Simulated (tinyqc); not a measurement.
Inside a calculation. Method: tight binding, dimerised chain. Computed by tinyqc, a small Python program that keeps every step. Settings: t1 = 1.28, t2 = 1.76, delta = 0, points = 6, cells = 5. Command: `OMP_NUM_THREADS=1 python tinyqc.py 28053 28054 out.jsonl` (the two numbers bound the seeds that draw the settings). One thread of a shared host (Intel(R) Xeon(R) Processor @ 2.60GHz), about 0.01 s of CPU time with the checks.

## Bloch Hamiltonian at k

Parameters chosen for this model:
```
parameter,value,unit
t1,1.280000,"eV, inside the cell"
t2,1.760000,"eV, between cells"
delta,0,"eV, +/- on the two sites"
```

k point k (2 pi / a): 0.21000

H_AA = +delta, H_BB = -delta, H_AB = -t1 - t2 exp(-i k a).

H(k) at k (eV):
```
,A,B
A,0.00000,-1.71769+1.70471i
B,-1.71769-1.70471i,0.00000
```

## Levels at k

Diagonalise the Hermitian matrix.

eigenvalues (eV): -2.42002  2.42002

weights |c|^2 of the basis functions:
```
,band 1,band 2
A,0.50000,0.50000
B,0.50000,0.50000
```

## Bloch Hamiltonian at X

k point X (2 pi / a): 0.50000

As before.

H(k) at X (eV):
```
,A,B
A,0.00000,0.48000
B,0.48000,0.00000
```

## Levels at X

As before.

eigenvalues (eV): -0.48000  0.48000

weights |c|^2 of the basis functions:
```
,band 1,band 2
A,0.50000,0.50000
B,0.50000,0.50000
```

## Bands along a path

The same steps at evenly spaced points between the labelled ones.

Bands along the path (eV):
```
k,band 1,band 2
G,-3.04000,3.04000
G-X 0.25,-2.81459,2.81459
G-X 0.50,-2.17624,2.17624
G-X 0.75,-1.24501,1.24501
X,-0.48000,0.48000
```

With 1 band(s) filled, the highest filled level on these points lies at X and the lowest empty one at X: a gap of 0.9600 eV, direct.

## Berry (Zak) phase of the lower band

On 6 points k_j = j/N: phase = -Im ln of the product of <u_j|u_(j+1)>, closed with u_N = u_0 (the cell-periodic part is taken without the site positions). Single arguments depend on the phases chosen for the u_j; only their sum modulo 2 pi does not.

Overlaps:
```
j,|<u_j|u_j+1>|,argument (rad)
0,0.95317,-0.30725
1,0.93943,-0.34982
2,0.61080,2.22787
3,0.61080,2.22787
4,0.93943,-0.34982
5,0.95317,-0.30725
```

phase / pi, folded into (-1, 1] = 1.00000

## Open chain of 5 cells

H of the open chain (eV), lower triangle:
```
,1,2,3,4,5,6,7,8,9,10
1,0.00000
2,-1.28000,0.00000
3,0.00000,-1.76000,0.00000
4,0.00000,0.00000,-1.28000,0.00000
5,0.00000,0.00000,0.00000,-1.76000,0.00000
6,0.00000,0.00000,0.00000,0.00000,-1.28000,0.00000
7,0.00000,0.00000,0.00000,0.00000,0.00000,-1.76000,0.00000
8,0.00000,0.00000,0.00000,0.00000,0.00000,0.00000,-1.28000,0.00000
9,0.00000,0.00000,0.00000,0.00000,0.00000,0.00000,0.00000,-1.76000,0.00000
10,0.00000,0.00000,0.00000,0.00000,0.00000,0.00000,0.00000,0.00000,-1.28000,0.00000
```

The same hoppings without the wrap-around bond.

levels (eV): -2.91640  -2.55548  -1.98596  -1.25226  -0.18538  0.18538  1.25226  1.98596  2.55548  2.91640

weights of the highest filled level on the sites: 0.26947  0.00565  0.13661  0.02462  0.06365  0.06365  0.02462  0.13661  0.00565  0.26947

The bulk gap runs from -0.4800 to 0.4800 eV; 2 level(s) of this chain lie inside it: end states, which need the weaker bond inside the cell and a chain longer than their decay length.
